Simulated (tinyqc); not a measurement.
Free and trapped electrons in a MOS channel with a dense trap tail: two steps of the calculation.

p-type body, charge-sheet picture, full ionisation (an idealisation for deep acceptors), Boltzmann statistics for free electrons. e = Ec - EF at the surface. Acceptor-like traps of density D(E) = D0 + De exp(-E/Ew) at depth E below Ec, from 0 to Eu, hold n_t = integral of D(E)/(1 + exp((e - E)/Vt)). psi = Eg - Vt ln(Nv/Na) - e; N_dep = sqrt(2 eps0 eps_r Na (psi - Vt)/q); n_f = sqrt(N_dep^2 + 2 eps0 eps_r Vt Nc exp(-e/Vt)/q) - N_dep; Vg = Vfb + psi + q (N_dep + n_t + n_f)/Cox, Cox = eps0 eox/tox.

Values chosen for this exercise; band and dielectric values close to those of 4H silicon carbide:
```
symbol    value         unit                                             meaning
T           300            K                                         temperature
Eg          3.2           eV                                            band gap
eps_r      9.62                                            relative permittivity
Nc      1.68e19        cm^-3              conduction-band density of states at T
Nv      2.54e19        cm^-3                 valence-band density of states at T
eox         3.9                           relative permittivity of the insulator
tox          63           nm                                 insulator thickness
Na       1.6e17        cm^-3                                    acceptor density
Vfb       -2.46            V            flat-band voltage without trapped charge
D0       1.6e11  cm^-2 eV^-1  constant background density of acceptor-like traps
De       1.7e13  cm^-2 eV^-1          density of the tail at the conduction edge
Ew         0.06           eV                            decay energy of the tail
Eu          0.8           eV        depth below Ec down to which the traps reach
mf          160   cm^2/(V s)                          mobility of free electrons
e         0.075           eV                              Ec - EF at the surface
```

Constants: q = 1.602176634e-19 C, kB = 1.380649e-23 J/K, Vt = kB T/q, eps0 = 8.8541878128e-14 F/cm where lengths are in cm. Results are converted to the units shown.

Problem 1. Trapped charge. Trapezoid rule on 16 equal steps from 0 to Eu, f = 1/(1 + exp((e - E)/Vt)).

Wanted: E; D(E) f; n_t.

Solution 1.

```
point    E (eV)  D(E) f (cm^-2 eV^-1)
0             0             8.9400e11
1      0.050000             2.0793e12
2       0.10000             2.4423e12
3       0.15000             1.4744e12
4       0.20000             7.6042e11
5       0.25000             4.2308e11
6       0.30000             2.7450e11
7       0.35000             2.0978e11
8       0.40000             1.8163e11
9       0.45000             1.6940e11
10      0.50000             1.6409e11
11      0.55000             1.6178e11
12      0.60000             1.6077e11
13      0.65000             1.6034e11
14      0.70000             1.6015e11
15      0.75000             1.6006e11
16      0.80000             1.6003e11
```

n_t = 4.7545e11 cm^-2

Problem 2. Charges and gate voltage. psi, N_dep, n_f and Vg as defined, with the n_t given; free share n_f/(n_f + n_t); apparent mobility mf n_f/(n_f + n_t); gate voltage spent on traps q n_t/Cox.

n_t = 4.7545058e11 cm^-2

Find: psi; N_dep; n_f; Vg; free share; apparent mobility; gate voltage spent on traps.

Solution 2.

psi = 2.9940 V
N_dep = 2.2471e12 cm^-2
n_f = 5.5782e10 cm^-2
Vg = 8.6553 V
free share = 10.500 %
apparent mobility = 16.801 cm^2/(V s)
gate voltage spent on traps = 1.3898 V

Program tinyqc, `OMP_NUM_THREADS=1 python tinyqc.py 2222140 2222141 out.jsonl`; Intel Xeon 2.30GHz, shared host, one thread, about 0.02 s.
